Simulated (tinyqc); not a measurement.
Changing the back recombination velocity S_b: surface photovoltage measurement of the minority-carrier diffusion length in a wafer. Computed by tinyqc, a small Python program. Command: `OMP_NUM_THREADS=1 python tinyqc.py 3130586 3130587 out.jsonl spv sweep`. One thread of a shared host (Intel(R) Xeon(R) Processor @ 2.30GHz), about 0.02 s of CPU time with the checks.

Low injection, steady light, a depletion layer much thinner than 1/alpha and L. The excess density dn is taken at the front edge of the neutral region; light that reaches the back is lost.

Inputs (values chosen for the exercise, modelled on p-type silicon at room temperature): diffusion length L = 91 micrometre; wafer thickness W = 300 micrometre; diffusivity D = 26.3 cm^2/s; front recombination velocity S_f = 13000 cm/s; photon flux entering = 2.3e+13 1/(cm^2 s); minority density at the surface barrier scale n_0 = 3.3e+09 1/cm^3; temperature T = 298 K; wavelength = 931 nm; relative noise of each reading = 0.5 %; diffusion length after pair splitting over L = 0.43; iron factor C = 1.1e+16 micrometre^2/cm^3.

normal deviates g for the noise: [-0.65, 2.82, -0.48, -0.40, -0.58, -0.87, 0.70]

Constants: k_B = 8.617333262e-05 eV/K.

Method:
- alpha = (84.732/lambda - 76.417)^2 per cm with lambda in micrometre (an empirical fit for silicon between 0.7 and 1.05 micrometre).
- Thick wafer: dn = Phi L/((S_f + D/L)(L + 1/alpha)). Finite wafer, with s = S_b L/D, w = W/L, a = alpha L: dn = [Phi a/(a^2 - 1)] [a - B - exp(-alpha W)(a - s)/(cosh w + s sinh w)]/(S_f + B D/L), B = (sinh w + s cosh w)/(cosh w + s sinh w).
- Photovoltage V = (k_B T/e) ln(1 + dn/n_0). Lifetime = L^2/D.
- Readings y = (Phi/dn) (1 + noise x g) at 780, 830, 880, 920, 950, 975 and 995 nm; a least-squares line y = c (1/alpha + L_app) gives L_app = intercept/slope.
- Splitting iron-boron pairs in boron-doped silicon shortens L; with nothing else changing, [Fe] = C (1/L_after^2 - 1/L^2). It is evaluated with the true lengths and with the apparent ones (without noise), which differ when the wafer is not thick against L.

One run for each value; columns: (1) back recombination velocity S_b (cm/s); (2) apparent length L_app (micrometre); (3) B; (4) dn, finite wafer (1/cm^3); (5) bias, apparent over true less 1 (rounded to 0.001) (%):
```
(1)          (2)     (3)         (4)     (5)
1.00e+00  92.669  0.9973  9.5786e+08   0.747
1.00e+01  92.654  0.9973  9.5784e+08   0.740
1.00e+02  92.513  0.9974  9.5765e+08   0.675
1.00e+03  91.467  0.9987  9.5628e+08   0.180
1.00e+04  89.066  1.0015  9.5309e+08  -1.001
1.00e+05  88.169  1.0026  9.5188e+08  -1.453
1.00e+06  88.054  1.0027  9.5172e+08  -1.511
1.00e+07  88.042  1.0027  9.5171e+08  -1.517
```

What does the table show?

Over the rows, apparent length L_app (micrometre) falls from 92.7 to 88.0 (exponent d ln y / d ln x -6.8e-5 between the first rows and -5.8e-5 between the last); B rises from 0.9973 to 1.003; dn, finite wafer (1/cm^3) falls from 9.579e8 to 9.517e8.

Extremes, crossings and ranges named in words are read from the listed rows.
